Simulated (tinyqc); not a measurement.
One-dimensional ballistic tunnel FET, two-band WKB: one step of the calculation.

A p-type source for x < 0 with its Fermi level at 0 and its valence edge at ds; in the channel the bands fall as D exp(-x/lam) towards their flat values, with the conduction edge at Ec = ds - dP and D = dP + Eg. The gate moves dP one to one. The drain Fermi level lies at -Vd and the drain side reflects nothing. For w = E - Ec between 0 and dP an electron crosses the gap. Two-band dispersion with equal masses m: inside the gap kappa = sqrt(m u (1 - u/Eg)/C), u the distance from a band edge, C = hbar^2/(2 m0).

Question. The path through the gap by the midpoint rule. At w = w0 the path runs from xa = lam ln(D/(w + Eg)) to xb = lam ln(D/w); u(x) = w + Eg - D exp(-x/lam) is the height above the valence edge. Cut it into nc equal cells: S = 2 (cell width) times the sum of kappa at the centres.

Values chosen for this exercise; band and dielectric values close to those of indium arsenide: band gap Eg = 0.351 eV; band-edge mass of the two-band model m = 0.024 m0; screening length of the source junction lam = 1.5 nm; tunnelling window Ev(source) - Ec(channel) dP = 0.21 eV; energy above the channel conduction edge w0 = 0.068 eV; cells of the path nc = 8.

Constants: q = 1.602176634e-19 C, hbar = 1.054571817e-34 J s, m0 = 9.1093837015e-31 kg, hbar^2/(2 m0) = 0.0380998212 eV nm^2. Results are converted to the units shown.

Find: xa; xb; x; u; kappa; S.

Answer.

xa = 0.4378 nm
xb = 3.165 nm

```
cell  x (nm)  u (eV)  kappa (1/nm)
0      0.608  0.0450        0.1572
1      0.949  0.1210        0.2235
2      1.290  0.1816        0.2350
3      1.631  0.2299        0.2235
4      1.972  0.2683        0.1995
5      2.313  0.2990        0.1671
6      2.654  0.3234        0.1266
7      2.995  0.3428        0.0710
```

S = 0.9570

Computed by the program tinyqc: `OMP_NUM_THREADS=1 python tinyqc.py 2620067 2620068 out.jsonl`, one thread of a shared Intel Xeon 2.30GHz, about 0.01 s for the whole run.
